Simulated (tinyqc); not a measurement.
Worked calculation: G0W0 on RHF in the 3-21g basis, for HeH+, spin multiplicity 1. One step of it, computed by the program tinyqc.

Task: Iteration 7 (converged): orbitals. Diagonalise F' = X^T F X, C = X C', fill 1 alpha and 1 beta electrons from the bottom; D = 2 C_occ C_occ^T. Each column has its largest component positive (the first on a tie).

converged F (hartree):
```
           1He 1s     1He 2s      2H 1s      2H 2s
1He 1s  -0.602315  -1.424000  -0.392583  -0.673401
1He 2s  -1.424000  -1.013365  -0.499787  -0.664247
2H 1s   -0.392583  -0.499787  -0.234399  -0.606752
2H 2s   -0.673401  -0.664247  -0.606752  -0.611446
```

X:
```
           1He 1s     1He 2s      2H 1s      2H 2s
1He 1s   1.193258  -0.429411   0.024180   0.044045
1He 2s  -0.429411   1.376916  -0.021100  -0.385470
2H 1s    0.024180  -0.021100   1.234169  -0.455158
2H 2s    0.044045  -0.385470  -0.455158   1.396976
```

Give: F' = X^T F X; orbital energies; coefficients C; D after iteration 7.

Result:

F' = X^T F X (hartree):
```
         1        2        3        4
1   0.3543  -1.5127  -0.0744  -0.1552
2  -1.5127   0.0549  -0.1987  -0.2626
3  -0.0744  -0.1987   0.2033  -0.5359
4  -0.1552  -0.2626  -0.5359  -0.1007
```

orbital energies (hartree): MO1 -1.4512, MO2 -0.3746, MO3 0.6080, MO4 1.7295

coefficients C:
```
           MO1      MO2      MO3      MO4
1He 1s  0.4567  -0.1751  -0.0274  -1.1708
1He 2s  0.5821  -0.5033   0.2547   1.2539
2H 1s   0.1224   0.3661   1.2556  -0.0771
2H 2s   0.0675   0.8516  -1.2199  -0.3019
```

D after iteration 7:
```
        1He 1s  1He 2s   2H 1s   2H 2s
1He 1s  0.4172  0.5317  0.1118  0.0617
1He 2s  0.5317  0.6776  0.1425  0.0786
2H 1s   0.1118  0.1425  0.0300  0.0165
2H 2s   0.0617  0.0786  0.0165  0.0091
```
